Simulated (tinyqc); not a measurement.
Changing the source 2: bath temperature: precursor delivery and alloy composition in metal-organic vapour-phase epitaxy. Computed by tinyqc, a small Python program. Command: `OMP_NUM_THREADS=1 python tinyqc.py 3021590 3021591 out.jsonl movpe sweep`. One thread of a shared host (Intel(R) Xeon(R) Processor @ 2.30GHz), about 0.01 s of CPU time with the checks.

Carrier gas leaves each bubbler saturated. Group-III species cross a boundary layer and react at the surface; element 2 can also desorb. The film is (1)_(1-x) (2)_x V with a zinc-blende cell.

Inputs (values chosen for the exercise, close to those used for InGaP from TEGa and TMIn):

| quantity | value | unit |
|---|---|---|
| source 1: a in log10(p/torr) = a - b/T | 8.08 | - |
| source 1: b | 2162 | K |
| source 1: bath temperature | 19 | C |
| source 1: carrier flow | 31 | sccm |
| source 2: a | 10.52 | - |
| source 2: b | 3014 | K |
| source 2: carrier flow | 95 | sccm |
| bubbler pressure p_b | 760 | torr |
| group-V hydride flow | 56 | sccm |
| total flow | 11 | slm |
| reactor pressure p | 760 | torr |
| diffusivity D0 at 273.15 K and 760 torr | 0.44 | cm^2/s |
| boundary layer delta | 1.4 | cm |
| prefactor of the surface rate k_s | 8.4e+13 | cm/s |
| energy of k_s | 1.89 | eV |
| prefactor of the loss of element 2 | 7.7e+14 | layers/s |
| energy of the loss | 3.12 | eV |
| lattice constant a | 5.65 | angstrom |
| growth temperature T | 680 | C |

Constants: k_B = 1.380649e-23 J/K; k_B = 8.617333262e-05 eV/K.

Method:
- Temperatures in kelvin are T(C) + 273.15.
- Vapour pressure p_v = 10^(a - b/T); precursor flow = carrier flow x p_v/(p_b - p_v); 1 sccm = 44.615 micromol/min; V/III = hydride flow over the sum of both; gas share x_g = F2/(F1 + F2).
- Partial pressure p_i = p F_i/(44615 x total flow in slm); density n_i = p_i/(k_B T), 1 torr = 133.322 Pa; D = D0 (T/273.15)^1.75 (760/p), h = D/delta, the same for both; k_s = prefactor x exp(-energy/(k_B T)); arrival J_i = n_i/(1/h + 1/k_s); in layers per second g_i = J_i a^2/2 (two group-III sites per a^2 on (001)).
- Loss of element 2 is r x with r = prefactor x exp(-energy/(k_B T)). Then x = (g2 - r x)/(g1 + g2 - r x), or r x^2 - (g1 + g2 + r) x + g2 = 0, smaller root; growth rate G = g1/(1 - x) layers/s; one layer is a/2 thick, 1 angstrom/s = 0.36 um/h.
- Distribution coefficient = [x/(1 - x)]/[x_g/(1 - x_g)], x_g = g2/(g1 + g2).

One run for each value:

| source 2: bath temperature (C) | solid share x | growth rate G (um/h) | gas share x_g |
|---|---|---|---|
| 19 | 0.4998 | 1.248 | 0.5047 |
| 21 | 0.5406 | 1.359 | 0.5451 |
| 23 | 0.5803 | 1.488 | 0.5843 |
| 25 | 0.6185 | 1.637 | 0.6221 |
| 27 | 0.6548 | 1.809 | 0.6579 |
| 29 | 0.6890 | 2.008 | 0.6916 |
| 31 | 0.7208 | 2.236 | 0.7230 |
| 33 | 0.7502 | 2.499 | 0.7520 |
| 35 | 0.7771 | 2.801 | 0.7786 |

Over the rows, solid share x rises from 0.500 to 0.777; growth rate G (um/h) rises from 1.25 to 2.80; gas share x_g rises from 0.505 to 0.779. The vapour pressure rises by about 7.7 % per kelvin, so bath control sets composition control.

Caution (all rows): the lattice constant is held fixed as x changes, delta does not respond to the flow, both precursors share one D and k_s, and gas-phase side reactions are left out.
